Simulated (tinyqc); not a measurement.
Critical temperature from a phonon spectrum: McMillan, Allen-Dynes and the linearised Eliashberg equation: one step, computed by the program tinyqc.

alpha^2 F(omega) = sum_i (lambda_i omega_i/2) delta(omega - omega_i), so that lambda = 2 int alpha^2 F/omega d omega = sum_i lambda_i.

Task: McMillan and Allen-Dynes. McMillan form: k_B T_c = (omega_log/1.2) exp[-1.04 (1 + lambda)/(lambda - mu* (1 + 0.62 lambda))]. Allen-Dynes multiplies it by f1 f2: f1 = [1 + (lambda/L1)^(3/2)]^(1/3), L1 = 2.46 (1 + 3.8 mu*); f2 = 1 + (omega_rms/omega_log - 1) lambda^2/(lambda^2 + L2^2), L2 = 1.82 (1 + 6.3 mu*) omega_rms/omega_log.

Inputs (values chosen for the exercise, for a model metal): Coulomb pseudopotential mu* = 0.08.

Peaks in alpha^2 F: one.

lambda = 1.03

omega_rms = 16.9 meV

omega_log = 16.9 meV

Constants: k_B = 8.617333262e-05 eV/K.

Give: T_c, McMillan form; f1; f2; T_c, Allen-Dynes.

Result:

T_c, McMillan form = 15.61 K

f1 = 1.057

f2 = 1

T_c, Allen-Dynes = 16.50 K

The two corrections raise T_c by 5.7 %.
